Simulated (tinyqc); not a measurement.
Floating body of a partially depleted SOI transistor: body voltage and kink: two steps of the calculation.

Source at 0 V. Channel current Ic = 2 nf K Vt^2 [F(0) - F(Vd)](1 + la Vd), F(V) = ln^2(1 + exp((Vg - VT - nf V)/(2 nf Vt))), VT = VT0 - gb Vb. Saturation voltage Vs = 2 Vt sqrt(F(0)) + 3 Vt, excess Ve = (Vd - Vs + sqrt((Vd - Vs)^2 + 0.0004 V^2))/2, multiplication M1 = Ai Ve exp(-Bl/Ve). Each junction passes D(v) = J1 (exp(v/Vt) - 1) + J2 (exp(v/(2 Vt)) - 1). Bipolar current Ib = bb J1 (exp(Vb/Vt) - 1). The body settles where M1 (Ic + Ib) = D(Vb) + D(Vb - Vd) + Vb/Rb; drain current Id = (1 + M1)(Ic + Ib) - D(Vb - Vd).

Inputs (values chosen for the exercise); values of the order met in partially depleted silicon-on-insulator transistors:
- T = 300 K (temperature)
- VT0 = 0.36 V (threshold at zero body voltage)
- gb = 0.29 (fall of the threshold per volt of body voltage)
- nf = 1.42 (slope factor)
- K = 240 uA/(V^2 um) (gain factor per width)
- la = 0.08 1/V (channel-length modulation factor)
- Ai = 1 1/V (impact-ionisation prefactor)
- Bl = 5.6 V (impact-ionisation voltage)
- J1 = 1.3e-12 uA/um (diffusion saturation current of each junction)
- J2 = 7.1e-9 uA/um (recombination saturation current of each junction)
- bb = 3 (gain of the lateral bipolar transistor on the diffusion current)
- Rb = 1e9 kohm um (resistance of a weak body tie to the source (1e9 stands for no tie, and the term is then dropped))
- Vg = 0.4 V (gate voltage)
- Vd = 2.1 V (drain voltage)

Constants: q = 1.602176634e-19 C, kB = 1.380649e-23 J/K, Vt = kB T/q. Results are converted to the units shown.

Task 1. New Vb. Current into the body I_in = M1 (Ic + Ib) - D(Vb - Vd), current out I_out = D(Vb) + Vb/Rb; f = ln(I_in/I_out), s = df/dVb by central differences over 1e-5 V, Vb(new) = Vb - f/s.

Vb after iteration 1 = 0.63677070 V

Find: Ic; Ve; M1; I_in; I_out; f; s; Vb after iteration 2.

Result 1.

Ic = 5.1323 uA/um
Ve = 1.8619 V
M1 = 0.091992
I_in = 0.49000 uA/um
I_out = 0.066332 uA/um
f = 1.9997
s = -34.888 1/V
Vb after iteration 2 = 0.69409 V

Task 2. Drain current with floating and with grounded body. Id and VT at the converged Vb, Id at Vb = 0, their ratio, and the bipolar share Ib/(Ic + Ib).

converged Vb = 0.69907438 V

Give: VT; Id, floating; Id, grounded; ratio; bipolar share.

Result 2.

VT = 0.15727 V
Id, floating = 8.8318 uA/um
Id, grounded = 0.59584 uA/um
ratio = 14.822
bipolar share = 26.682 %

The body rises to 0.699 V and lowers the threshold by 203 mV.

Range of the model: The multiplication law is an empirical form chosen for the exercise; self-heating and capacitive coupling to the body are left out, and the linear laws are rough once Vb passes about 0.7 V or M1 about 0.1.

Program tinyqc, `OMP_NUM_THREADS=1 python tinyqc.py 2182033 2182034 out.jsonl`; Intel Xeon 2.30GHz, shared host, one thread, about 0.2 s.
